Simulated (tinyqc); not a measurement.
Coherent potential approximation for a binary alloy with a semi-elliptic band, step by step. Values are carried at full precision from step to step, so a last printed digit may differ when a step is redone from the rounded ones.

Site levels eA = -x d (share 1 - x) and eB = (1 - x) d (share x), so that their mean, the virtual crystal, is 0. Pure band: G0(z) = 2 (z - sqrt(z - W) sqrt(z + W))/W^2 with principal roots, density -Im G/pi per site. The medium has a self-energy S(z), G = G0(z - S), z = E + i eta. t_i = (e_i - S)/(1 - (e_i - S) G); the CPA demands <t> = (1 - x) tA + x tB = 0. Iteration: start at S = 0, set S(new) = S + <t>/(1 + <t> G), stop when |<t>| < 1e-9 eV.

Constants: hbar = 6.58211957e-16 eV s.

Parameters, chosen for this exercise:
```
symbol  value  unit  meaning
W       1.8    eV    half width of the pure band
x       0.19         fraction of B
d       2.37   eV    eB - eA
eta     0.036  eV    broadening
E       -0.35  eV    energy
```

## First step: the average t-matrix

With S = 0 form G, tA, tB, <t> and the new S.

eA, eB (eV): [-0.4503, 1.9197]

G = -0.21165-1.06792i 1/eV

tA, tB (eV): [-0.3881-0.2063i, 0.4368-0.6368i]

<t> = -0.2314-0.2881i eV
S after one step = -0.4038-0.2208i eV

## The self-consistent medium

Iterate.

Iterations:
```
i             S (eV)           G (1/eV)  |<t>| (eV)
0            0.00000  -0.21165-1.06792i       0.369
1  -0.40383-0.22079i   0.02854-0.96337i      0.0508
2  -0.39218-0.17376i   0.02302-0.98885i     0.00447
3  -0.38953-0.17738i   0.02153-0.98691i    0.000420
4  -0.38995-0.17735i   0.02176-0.98692i    3.94e-05
5  -0.38993-0.17732i   0.02174-0.98694i    3.69e-06
6  -0.38993-0.17733i   0.02174-0.98694i    3.45e-07
7  -0.38993-0.17733i   0.02174-0.98694i    3.23e-08
8  -0.38993-0.17733i   0.02174-0.98694i    3.03e-09
9  -0.38993-0.17733i   0.02174-0.98694i    2.84e-10
```

S = -0.38993-0.17733i eV
G = 0.02174-0.98694i 1/eV

Converged at i = 9. The first step gave -0.4038-0.2208i eV.

## Densities on A and B, and the lifetime

G_i = G/(1 - (e_i - S) G); densities -Im G_i/pi; their weighted sum must be -Im G/pi. Lifetime hbar/(2 |Im S|), which has a meaning only while |Im S| is small against W. Weak-scattering value of S: x (1 - x) d^2 G.

densities (1/eV): on A 0.3773, on B 0.0448, weighted sum 0.3142, medium 0.3142

lifetime = 1.86 fs
weak-scattering S = 0.0188-0.8531i eV

An A site carries the larger density here, by a factor 8.41; the weak-scattering value is 184 % from S.

## Checks

- Weighted sum of the partial densities against the density of the medium: both 0.31415.

(tinyqc, `OMP_NUM_THREADS=1 python tinyqc.py 1450101 1450102 out.jsonl`, Intel(R) Xeon(R) Processor @ 2.30GHz, 1 thread, shared host, about 0.01 s.)
